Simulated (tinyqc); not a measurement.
Reverse leakage of an n+-p junction: diffusion, generation, trap-assisted and band-to-band tunnelling: one step of the calculation.

One-sided abrupt junction in the depletion approximation, x from the junction (0) to W on the p side, field F = F0 (1 - x/W). Flat quasi-Fermi levels, long p side. Traps generate through SRH with both lifetimes shortened by 1 + Gamma (Hurkx enhancement, form for moderate fields); band-to-band generation is local and needs a total bending above Eg.

Task. Generation rates across the layer. u = (Vbi + VR)(1 - x/W)^2, p = Na exp(-u/Vt), n = Nd exp((u - Vbi - VR)/Vt); G0 = ni^2 (1 - exp(-VR/Vt))/(tau (n + p + 2 ni cosh(Et/Vt))); Gamma = 2 sqrt(3 pi)(F/FG) exp((F/FG)^2); trap-assisted part G0 Gamma; G_bb = Ab F^2.5 exp(-Bb/F) with F in V/cm, zero unless Vbi + VR > Eg. 16 equal steps.

Values chosen for this exercise; band and dielectric values close to those of silicon:

| symbol | value | unit | meaning |
|---|---|---|---|
| T | 358 | K | temperature |
| Eg | 1.14 | eV | band gap |
| Na | 4.8e17 | cm^-3 | acceptor density of the lighter side |
| Nd | 1e20 | cm^-3 | donor density of the heavier side |
| tau | 2e-7 | s | SRH lifetime of both carriers at zero field |
| Et | 0 | eV | trap level above the intrinsic level |
| Ab | 2.5e14 | cm^-0.5 V^-2.5 s^-1 | band-to-band prefactor |
| Bb | 1.96e7 | V/cm | band-to-band field constant |
| VR | 2.6 | V | reverse bias |

Constants: q = 1.602176634e-19 C, kB = 1.380649e-23 J/K, Vt = kB T/q. Results are converted to the units shown.

ni = 3.3899237e11 cm^-3
Vbi = 1.0385910 V
W = 99.008641 nm
F0 = 735.00474 kV/cm
FG = 471.10601 kV/cm

Wanted: x; F; Gamma; G0; G0 Gamma; G_bb.

Result.

```
point  x (nm)  F (kV/cm)    Gamma  G0 (cm^-3 s^-1)  G0 Gamma (cm^-3 s^-1)  G_bb (1e17 cm^-3 s^-1)
0       0.000     735.00   109.26         5.7458e9              6.2779e11                  3.0378
1       6.188     689.07   76.282        9.0660e15              6.9158e17                  0.4369
2      12.376     643.13   54.039        8.4736e17              4.5790e19                  0.0482
3      18.564     597.19   38.818        8.4748e17              3.2897e19                  0.0038
4      24.752     551.25   28.251        8.4748e17              2.3942e19                  0.0002
5      30.940     505.32   20.810        8.4748e17              1.7636e19                  0.0000
6      37.128     459.38   15.494        8.4748e17              1.3131e19                  0.0000
7      43.316     413.44   11.640        8.4748e17              9.8644e18                  0.0000
8      49.504     367.50   8.8022        8.4748e17              7.4597e18                  0.0000
9      55.692     321.56   6.6781        8.4739e17              5.6590e18                  0.0000
10     61.880     275.63   5.0586        8.1150e17              4.1050e18                  0.0000
11     68.068     229.69   3.7968        1.0536e17              4.0002e17                  0.0000
12     74.256     183.75   2.7884        1.8991e15              5.2953e15                  0.0000
13     80.445     137.81   1.9566        7.5660e13              1.4804e14                  0.0000
14     86.633      91.88   1.2438        7.5589e12              9.4021e12                  0.0000
15     92.821      45.94  0.60443        1.8976e12              1.1469e12                  0.0000
16     99.009       0.00        0        1.1970e12                      0                  0.0000
```

Range of the model: The n+ side is degenerate, so Vbi from Boltzmann statistics is only a guide.

Computed by the program tinyqc: `OMP_NUM_THREADS=1 python tinyqc.py 2290027 2290028 out.jsonl`, one thread of a shared Intel Xeon 2.30GHz, about 0.01 s for the whole run.
